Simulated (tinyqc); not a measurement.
Worked calculation: shallow acceptor in the spherical four-band model. Values are carried at full precision from step to step, so a last printed digit may differ when a step is redone from the rounded ones.

Units Ry* = Ry/(g1 eps^2) and a* = a0 eps g1; mu = (6 g3 + 4 g2)/(5 g1) is the spherical heavy-light coupling and delta = (g3 - g2)/g1 the cubic term, which is left out.

Constants: Ry = 13.60569312 eV; a0 (Bohr radius) = 0.5291772105 angstrom.

Values chosen for the exercise (near those of a shallow acceptor in Si, where the small spin-orbit splitting and strong warping make this model rough; not measured data):
- g1 = 4.29 (Luttinger gamma1)
- g2 = 0.34 (gamma2)
- g3 = 1.44 (gamma3)
- eps = 11.8 (dielectric constant)
- al = (0.174, 1.05, 6.27) 1/a*^2 (exponents a_i, the same for f and g)
- Dso = 0.044 eV (spin-orbit splitting)

## Units and couplings

Give Ry*, a*, mu, delta and the spherical masses 1/(g1 (1 -/+ mu)).

Ry* = 22.777 meV
a* = 26.79 angstrom
mu = 0.4662
delta = 0.2564

heavy and light mass (m0): 0.4367  0.1590

A hydrogen model with the heavy mass would bind by Ry*/(1 - mu) = 42.7 meV and with the light mass by 15.5 meV. delta/mu = 0.55: the cubic term is not small, so the spherical result is a first estimate.

## Matrices in a small basis

The ground state 1S3/2 has an L = 0 part f(r) and an L = 2 part g(r). In units of Ry* and a*, with Gaussians f_i = exp(-a_i r^2), g_i = r^2 exp(-a_i r^2), A = a_i + a_j and I(n) = Gamma((n + 1)/2)/(2 A^((n + 1)/2)): S_ff = I(2), S_gg = I(6), H_ff = (6 a_i a_j/A) I(2) - 2 I(1), H_gg = (14 a_i a_j/A) I(6) - 2 I(5), H_fg = -mu [15 I(2) - 20 a_j I(4) + 4 a_j^2 I(6)]; each function is then normalised. The split-off band is left out.

Form S and H.

S:
```
        f1      f2      f3      g1      g2      g3
f1  1.0000  0.5837  0.1846       0       0       0
f2  0.5837  1.0000  0.5870       0       0       0
f3  0.1846  0.5870  1.0000       0       0       0
g1       0       0       0  1.0000  0.2847  0.0194
g2       0       0       0  0.2847  1.0000  0.2885
g3       0       0       0  0.0194  0.2885  1.0000
```

H (Ry*):
```
         f1       f2        f3       g1       g2        g3
f1  -0.8093  -0.9346   -0.8699  -0.3142  -0.0894   -0.0061
f2  -0.9346  -0.1204   -0.4164  -0.5398  -1.8959   -0.5469
f3  -0.8699  -0.4164   10.8184  -0.2196  -3.2659  -11.3210
g1  -0.3142  -0.5398   -0.2196   0.5080   0.2158   -0.0133
g2  -0.0894  -1.8959   -3.2659   0.2158   5.6058    2.6930
g3  -0.0061  -0.5469  -11.3210  -0.0133   2.6930   39.6278
```

## Ground state in the small basis

Solve H u = E S u for the lowest level of the acceptor; the first half of the basis is L = 0 and the second L = 2. Give E, E without the f-g block, and the L = 2 weight u_g S_gg u_g with u S u = 1.

E = -1.219 Ry*
E without coupling = -0.989 Ry*
L = 2 weight = 0.086

Without the coupling the exact value is -1, which this basis, tuned to the compact coupled state, misses by 0.011. The coupling to L = 2 takes the level to 1.22 times that exact value.

## Converged result

Converged values use 22 exponents 2.2^i, i = -7 to 14, for f and for g.
Ground and next level of the same symmetry, L = 2 weight and mean radius.

1S3/2 and 2S3/2 (Ry*): -1.249  -0.340

binding energies (meV): 28.4  7.8

L = 2 weight = 0.095
<r> = 33.3 angstrom

The small basis reaches 98 % of the binding. The ratio 1S/2S is 3.67 (4 for hydrogen). The binding is 0.65 of Dso, so the split-off band, left out here, would deepen it noticeably.

## Checks

- Level at mu = 0 against -1 Ry*: both -1.0000.
- Ground level from a second, denser basis, Ry*: both -1.249.

(tinyqc, `OMP_NUM_THREADS=1 python tinyqc.py 1251066 1251067 out.jsonl`, Intel(R) Xeon(R) Processor @ 2.30GHz, 1 thread, shared host, about 0.1 s.)
